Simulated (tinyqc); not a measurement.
Growth mode over temperature: epitaxial growth on a vicinal surface: Burton-Cabrera-Frank step flow, step-edge barrier and island nucleation. Computed by tinyqc, a small Python program. Command: `OMP_NUM_THREADS=1 python tinyqc.py 3027435 3027436 out.jsonl stepflow walk`. One thread of a shared host (Intel(R) Xeon(R) Processor @ 2.30GHz), about 0.03 s of CPU time with the checks.

Adatoms land at rate F, hop on a square grid (a simplification for hexagonal faces), desorb, or join steps. Lengths are in units of a and n is the adatom coverage. Steps ascend at x = 0 and descend at x = l.

Inputs (values chosen for the exercise, close to those used for Ge(001)):

| quantity | value | unit |
|---|---|---|
| site spacing a | 4 | angstrom |
| step height h | 1.41 | angstrom |
| diffusion barrier E_d | 0.66 | eV |
| desorption energy E_a | 2.72 | eV |
| adatom formation energy E_f | 1.02 | eV |
| step-edge barrier E_s | 0.2 | eV |
| attempt frequency nu | 5 | THz |
| deposition rate F | 0.27 | layers/s |
| miscut angle | 4 | degrees |
| temperature T | 580 | C |
| critical nucleus size i | 3 | - |
| binding energy of the critical nucleus E_i | 0.73 | eV |

Constants: k_B = 8.617333262e-05 eV/K.

Method:
- D = nu exp(-E_d/(k_B T)) (a^2/s, nu counted per direction); tau = exp(E_a/(k_B T))/nu; x_s = sqrt(D tau); n_eq = exp(-E_f/(k_B T)); terrace width l = h/(a tan(miscut)); Schwoebel length l_s = exp(E_s/(k_B T)) - 1.
- D n'' - n/tau + F = 0 with n(0) = n_eq and -l_s n'(l) = n(l) - n_eq. With u = n - F tau, A = n_eq - F tau, y = l/x_s, s = l_s/x_s: u = A cosh(x/x_s) + B sinh(x/x_s), B = A (1 - cosh y - s sinh y)/(sinh y + s cosh y). Flux into the ascending step J+ = D B/x_s, over the descending one J- = -(D/x_s)(A sinh y + B cosh y); step velocity J+ + J-; growth rate (J+ + J-)/l. For small y: J+ + J- = (F - n_eq/tau) l, J-/J+ = l/(l + 2 l_s).
- Island density on a flat surface without desorption: N = 0.25 (F/D)^(i/(i+2)) exp(E_i/((i+2) k_B T)) per site, with E_i = 0 for i = 1; spacing l_n = N^(-1/2). Step flow needs an effective width l_eff = 2 x(peak) below l_n.
- Temperatures in kelvin are T(C) + 273.15.
- x(peak) solves tanh(x/x_s) = -B/A. Rows where evaporation outweighs deposition are left out.

Scales:

| T (C) | x_s (a) | l_s (a) | incorporated share | l_n (a) | l_eff/l_n |
|---|---|---|---|---|---|
| 380 | 8.8633e+07 | 33.932 | 1.0000 | 154.97 | 0.060850 |
| 430 | 2.4124e+07 | 26.132 | 1.0000 | 218.24 | 0.042461 |
| 480 | 7.8045e+06 | 20.793 | 1.0000 | 293.69 | 0.030979 |
| 530 | 2.9058e+06 | 16.989 | 1.0000 | 380.88 | 0.023442 |
| 580 | 1.2147e+06 | 14.186 | 1.0000 | 479.12 | 0.018284 |
| 630 | 5.5928e+05 | 12.063 | 1.0000 | 587.59 | 0.014630 |
| 680 | 2.7933e+05 | 10.416 | 1.0000 | 705.34 | 0.011963 |
| 730 | 1.4951e+05 | 9.111 | 1.0000 | 831.42 | 0.009966 |
| 780 | 8.4917e+04 | 8.059 | 1.0000 | 964.85 | 0.008439 |

What does the comparison show, and why?

The ratio stays below 1: step flow in every row. Incorporation goes from 100.0 % to 100.0 %.

Extremes, crossings and ranges named in words are read from the listed rows.
